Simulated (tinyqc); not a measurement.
Width of the well: hydrogenic donor in a hard-walled well (variational).

Trial function cos(pi z/L) exp(-r/lam), r measured from the donor at zi, walls at +/- L/2, one eps everywhere. Counted from the lowest subband, E(lam) = c/(m lam^2) - (q/eps) I0/I1, with I0 the integral of cos^2(pi z/L) exp(-2|z - zi|/lam) over the well and I1 the same with the factor (|z - zi| + lam/2); c = hbar^2/2m0, q = e^2/(4 pi eps0). The binding energy is -E at the minimum.

Constants: hbar^2/2m0 = 3.80998211 eV angstrom^2; e^2/(4 pi eps0) = 14.39964547 eV angstrom.

Values chosen for the exercise (out of a larger set: near those of GaAs; not measured data):
```
symbol  value                              unit      meaning
m       0.07                               m0        mass
eps     13.3                                         dielectric constant
Ls      (20, 40, 78, 170, 359, 797, 1532)  angstrom  widths
```

Ry* = 5.3841 meV
a* = 100.544 angstrom

Donor at the centre and at the wall (zi = L/2).

Binding:
```
L (angstrom)   L/a*  centre (meV)  in Ry*  wall (meV)  in Ry*  centre/wall
20             0.20         17.85   3.316       13.30   2.471         1.34
40             0.40         15.66   2.909       10.27   1.908         1.52
78             0.78         13.13   2.438        7.53   1.399         1.74
170            1.69         10.12   1.879        4.93   0.916         2.05
359            3.57          7.71   1.432        3.17   0.589         2.43
797            7.93          6.12   1.137        2.02   0.375         3.03
1532          15.24          5.61   1.041        1.56   0.290         3.59
```

At the centre the binding falls from 3.32 to 1.04 Ry*, between the limits 4 and 1. At the wall it falls from 2.47 to 0.29 Ry*, towards 1/4: the wall forces a node through the donor, as in a 2p state. With this trial function, which underbinds wall donors by about a tenth, the wall donor drops below the bulk value between 78 and 170 angstrom. The ratio grows from 1.34 to 3.59.

Run: tinyqc, `OMP_NUM_THREADS=1 python tinyqc.py 1281240 1281241 out.jsonl`; Intel(R) Xeon(R) Processor @ 2.30GHz, one thread, shared host; about 0.04 s of CPU time with all checks.
